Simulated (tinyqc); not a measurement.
# p-n diode, drift-diffusion by the Gummel loop with Scharfetter-Gummel fluxes: two studies

Abrupt junction at x = 0, p side from -Lp, n side to Ln, ohmic contacts. psi is counted from the intrinsic level; n = ni exp((psi - phin)/Vt), p = ni exp((phip - psi)/Vt). Contacts: p side psi = V - Vt ln(Na/ni), p = Na, n = ni^2/Na; n side psi = Vt ln(Nd/ni), n = Nd, p = ni^2/Nd. Constant mobilities, D = mu Vt, Boltzmann statistics, SRH recombination through a mid-gap level, U = (n p - ni^2)/(tp (n + ni) + tn (p + ni)). Current is positive from the p contact to the n contact.

Parameters, values chosen for the exercise; band and dielectric values close to those of gallium arsenide:

| symbol | value | unit | meaning |
|---|---|---|---|
| T | 300 | K | temperature |
| Eg | 1.41 | eV | band gap |
| eps_r | 13 |  | relative permittivity |
| Nc | 4.46e17 | cm^-3 | conduction-band density of states at T |
| Nv | 9.16e18 | cm^-3 | valence-band density of states at T |
| Na | 3.2e15 | cm^-3 | acceptor density of the p side |
| Nd | 1.1e17 | cm^-3 | donor density of the n side |
| mun | 5700 | cm^2/(V s) | electron mobility |
| mup | 370 | cm^2/(V s) | hole mobility |
| tn | 7e-8 | s | SRH lifetime of electrons |
| tp | 1e-9 | s | SRH lifetime of holes |
| Lp | 2.2 | um | length of the p side |
| Ln | 0.94 | um | length of the n side |
| G | 0 | cm^-3 s^-1 | uniform generation rate |

Constants: q = 1.602176634e-19 C, kB = 1.380649e-23 J/K, Vt = kB T/q, eps0 = 8.8541878128e-14 F/cm where lengths are in cm. Results are converted to the units shown.

Each table varies one quantity; the others keep the values above.

## Current against voltage in the dark

ni = sqrt(Nc Nv) exp(-Eg/(2 Vt)), Eg in volts. Poisson and both continuity equations are solved self-consistently with Scharfetter-Gummel fluxes on a graded mesh of 500 nodes. J_scr is q times the integral of U between -xp and xn. Ideal diffusion current J_id = q ni^2 [Dn coth(wp/Le)/(Le Na) + Dp coth(wn/Lh)/(Lh Nd)] (exp(V/Vt) - 1), Le = sqrt(Dn tn), Lh = sqrt(Dp tp), wp = Lp - xp, wn = Ln - xn, with xp and xn from the depletion approximation (W = sqrt(2 eps0 eps_r (Vbi - V)(1/Na + 1/Nd)/q), xp = W Nd/(Na + Nd), xn = W Na/(Na + Nd), Vbi = Vt ln(Na Nd/ni^2)). Ideality factor = 0.004 V/(Vt ln[J(V + 0.004 V)/J(V)]). Here G = 0.

In this table G = 0 cm^-3 s^-1.

Result of one run:
columns A: V (V); B: J (A/cm^2); C: ideality factor; D: J_scr/J (%); E: J_id (A/cm^2); F: share recombining at the contacts (%); G: larger minority/doping at -xp and xn
```
A           B     C     D        E     F        G
0.74  0.00122  1.13  23.3  9.52e-4  76.5  3.23e-6
```

What becomes of these results when the bias of the p contact V is changed from 0.74 to 0.44 V, all else the same?

Result of the changed run:
columns A: V (V); B: J (A/cm^2); C: ideality factor; D: J_scr/J (%); E: J_id (A/cm^2); F: share recombining at the contacts (%); G: larger minority/doping at -xp and xn
```
A           B     C     D        E     F         G
0.44  6.48e-7  1.90  98.6  9.38e-9  1.42  3.10e-11
```

The whole series:
columns A: V (V); B: J (A/cm^2); C: ideality factor; D: J_scr/J (%); E: J_id (A/cm^2); F: share recombining at the contacts (%); G: larger minority/doping at -xp and xn
```
A           B     C      D         E       F         G
0.23  9.34e-9  1.89    100  2.92e-12  0.0308  9.36e-15
0.34  8.62e-8  1.92   99.8  2.01e-10   0.229  6.54e-13
0.44  6.48e-7  1.90   98.6   9.38e-9    1.42  3.10e-11
0.54  5.22e-6  1.78   91.7   4.38e-7    8.25   1.47e-9
0.64  5.66e-5  1.44   64.4   2.04e-5    35.5   6.91e-8
0.74  0.00122  1.13   23.3   9.52e-4    76.5   3.23e-6
0.85   0.0664  1.03   4.24    0.0649    95.4   2.18e-4
0.95     2.92  1.02  0.783      3.00    98.9   0.00955
1.05      112  1.17  0.133       138    99.5     0.288
```

J rises from 9.34e-9 to 112 A/cm^2; the ideality factor moves up and down between 1.02 and 1.92. Recombination in the depleted layer carries over half of the current up to V = 0.64 V, where the factor is 1.44; it grows roughly as exp(V/2 Vt), so diffusion overtakes it. Where the factor is lowest (V = 0.95 V), J is 2.6 % below the ideal diffusion current. From V = 1.05 V on the minority density at an edge of the layer exceeds a tenth of the doping, and in the last row J is 18 % below the ideal value.

## Effect of the SRH lifetime of holes at fixed bias

Same model as above.

In this table V = 0.85 V.

Effect of the SRH lifetime of holes at fixed bias:
columns A: tp (s); B: J (A/cm^2); C: ideality factor; D: J_scr/J (%); E: J_id (A/cm^2); F: share recombining at the contacts (%); G: larger minority/doping at -xp and xn
```
A           B     C       D       E     F        G
1e-11  0.0861  1.14    24.1  0.0669  73.3  2.18e-4
1e-10  0.0717  1.06    10.8  0.0653  88.1  2.18e-4
1e-9   0.0664  1.03    4.24  0.0649  95.4  2.18e-4
1e-8   0.0645  1.02    1.60  0.0648  98.2  2.18e-4
1e-7   0.0639  1.01   0.612  0.0648  99.2  2.18e-4
1e-6   0.0636  1.01   0.242  0.0648  99.6  2.18e-4
1e-5   0.0635  1.01  0.0947  0.0648  99.7  2.18e-4
```

As tp rises from 1e-11 to 1e-5, J falls from 0.0861 to 0.0635 A/cm^2, the share of the depleted layer falls from 24.1 to 0.0947 % and the share lost at the contacts rises from 73.3 to 99.7 %. The exponent d ln J/d ln tp is -0.08 between the first two rows and 0.00 between the last two. J less J_scr is 2.1 % below J_id in the last row.

Numbers from tinyqc (`OMP_NUM_THREADS=1 python tinyqc.py 2240055 2240056 out.jsonl`; about 0.1 s on one thread of a shared Intel Xeon 2.30GHz).
